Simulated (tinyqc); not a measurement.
## Strained alloy layer of InAs and AlAs on (001) InP, model-solid band line-up: gaps, strain and offsets against composition

The layer is x parts of the first compound and 1 - x of the second, grown coherently on the third as substrate and barrier. Rows of the table: lattice constant a, average valence level Ea on an absolute scale, spin-orbit splitting so, gaps at Gamma, X and L, hydrostatic deformation potentials av and ac (Gamma), shear potential b, elastic constants, electron and heavy-hole (along z) masses. All are interpolated linearly in x; gaps get -C x (1 - x), taken wholly in the conduction band; real line-ups can differ from this model by 0.1 eV or more.

In-plane strain e = (a_substrate - a)/a, e_z = -2 (c12/c11) e, volume change 2 e + e_z. With v = 2 e + e_z and d = 2 b (e_z - e): Eav = Ea + av v; E_hh = Eav + so/3 - d/2; E_lh = Eav - so/6 + d/4 + sqrt(so^2 + so d + 9 d^2/4)/2; E_c = Ea + so/3 + EG + ac v (Gamma). Substrate: E_v = Ea + so/3, E_c = E_v + EG. Well depths: dEc = E_c(substrate) - E_c, dEhh = E_hh - E_v(substrate), dElh likewise; strained Gamma gap E_c - max(E_hh, E_lh); positive values confine carriers in the layer. Matthews-Blakeslee for 60-degree dislocations in a single layer: hc = k (ln(hc/bv) + 1), k = bv (1 - nu/4)/(4 pi |e| (1 + nu)), nu = c12/(c11 + c12), bv = a/sqrt(2); the larger root. The valence offset is the larger of dEhh and dElh; a dash marks |e| under 0.02 % or no root.

Values chosen for this exercise:
- CG = 0.7 eV (bowing of the Gamma gap)
- CX = 0 eV (bowing of the X gap)
- CL = 0 eV (bowing of the L gap)

Binary compounds, values chosen for the exercise:
```
              close to InAs  close to AlAs  close to InP
a (angstrom)          6.058          5.661         5.869
Ea (eV)               -6.67          -7.49         -7.04
so (eV)               0.379          0.283         0.111
EG (eV)               0.352           3.04          1.36
EX (eV)                1.36           2.17          2.18
EL (eV)                1.07           2.36          1.95
av (eV)               0.995           2.46          1.25
ac (eV)               -5.01          -5.63         -5.07
b (eV)                -1.83           -1.5         -1.71
c11 (GPa)                84            126           100
c12 (GPa)              45.9           53.6            56
me (m0)              0.0231          0.149        0.0805
mh (m0)               0.329          0.464         0.535
```

Result of one run:
columns A: x; B: e (%); C: relaxed Gamma gap (eV); D: lower of X and L gaps (eV); E: strained Gamma gap (eV); F: E_hh - E_lh (meV); G: dEc (eV); H: valence offset (eV); I: hc (nm)
```
A           B      C      D      E      F         G       H     I
0.64  -0.7790  1.158  1.534  1.186  48.51  0.007488  0.1670  13.1
```

What becomes of these results when the fraction of the first compound in the layer x is changed from 0.64 to 0.47, all else the same?

Result of the changed run:
columns A: x; B: e (%); C: relaxed Gamma gap (eV); D: lower of X and L gaps (eV); E: strained Gamma gap (eV); F: E_hh - E_lh (meV); G: dEc (eV); H: valence offset (eV); I: hc (nm)
```
A          B      C      D      E       F        G        H     I
0.47  0.3661  1.602  1.754  1.562  -24.33  -0.2293  0.02722  33.9
```

The whole series:
columns A: x; B: e (%); C: relaxed Gamma gap (eV); D: lower of X and L gaps (eV); E: strained Gamma gap (eV); F: E_hh - E_lh (meV); G: dEc (eV); H: valence offset (eV); I: hc (nm)
```
A            B       C      D       E       F         G         H     I
0.3      1.538   2.087  1.927   1.902  -105.5   -0.4978  -0.04434  5.30
0.36     1.121   1.911  1.878   1.780  -76.33   -0.3994  -0.02094  8.14
0.41    0.7766   1.769  1.831   1.680  -52.38   -0.3205  4.274e-5  13.2
0.47    0.3661   1.602  1.754   1.562  -24.33   -0.2293   0.02722  33.9
0.53  -0.04105   1.441  1.676   1.443   2.677   -0.1422   0.05951   446
0.58   -0.3778   1.310  1.612   1.325   24.17  -0.07251    0.1078  32.6
0.64   -0.7790   1.158  1.534   1.186   48.51  0.007488    0.1670  13.1
0.69    -1.111   1.036  1.470   1.071   67.43   0.07118    0.2173  8.23
0.75    -1.506  0.8928  1.393  0.9369   88.37    0.1441    0.2790  5.43
```

The relaxed Gamma gap falls from 2.09 to 0.893 eV and the strained one falls from 1.90 to 0.937 eV. The lattice matches the substrate at x = 0.524; the heavy hole is on top where the layer is compressed (e < 0) and the light hole where it is stretched. The relaxed alloy turns direct at x = 0.376. dEc rises from -0.498 to 0.144 eV and the valence offset rises from -0.0443 to 0.279 eV. At the largest strain listed, 1.54 %, strain changes the gap by -184 meV. For x = 0.3, 0.36 the lowest conduction valley of the relaxed alloy is X or L, so the gap and dEc listed hold for Gamma only.

Computed by the program tinyqc: `OMP_NUM_THREADS=1 python tinyqc.py 2690022 2690023 out.jsonl`, one thread of a shared Intel Xeon 2.30GHz, about 0.01 s for the whole run.
